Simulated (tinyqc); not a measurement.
Surface potential of a MOS transistor: implicit equation and explicit approximations: one step of the calculation.

p-type body, charge-sheet picture, depletion and inversion only, full ionisation (an idealisation for deep acceptors), Boltzmann statistics (rough once Na exp(x - xn) passes about Nc/7). In units of Vt: xg = (Vg - Vfb)/Vt, x = psi/Vt, G = gamma/sqrt(Vt), xn = (2 phiF + Vc)/Vt. The implicit equation is (xg - x)^2 = G^2 [x - 1 + exp(x - xn)] for x above about 3. Cox = eps0 eox/tox.

Task. Potential, charges and gate control. psi = Vt x; N_dep = Cox Vt G sqrt(x - 1)/q; N_inv = (Cox Vt G/q) [sqrt(x - 1 + exp(x - xn)) - sqrt(x - 1)]; dpsi/dVg = 1/[1 + G^2 (1 + exp(x - xn))/(2 (xg - x))].

Parameters, values chosen for the exercise; band and dielectric values close to those of germanium: temperature T = 250 K; relative permittivity of the gate insulator (close to silicon dioxide) eox = 3.9; insulator thickness tox = 1.8 nm; channel-body voltage Vc = 0 V.

Constants: q = 1.602176634e-19 C, kB = 1.380649e-23 J/K, Vt = kB T/q, eps0 = 8.8541878128e-14 F/cm where lengths are in cm. Results are converted to the units shown.

converged x = 31.659233
G = 3.1392742
xn = 27.854346
xg = 58.950952

Give: psi; N_dep; N_inv; dpsi/dVg.

Result.

psi = 0.6820 V
N_dep = 4.484e12 cm^-2
N_inv = 2.556e12 cm^-2
dpsi/dVg = 0.1076

psi lies 3.8 Vt above 2 phiF + Vc.

Numbers from tinyqc (`OMP_NUM_THREADS=1 python tinyqc.py 2122147 2122148 out.jsonl`; about 0.01 s on one thread of a shared Intel Xeon 2.30GHz).
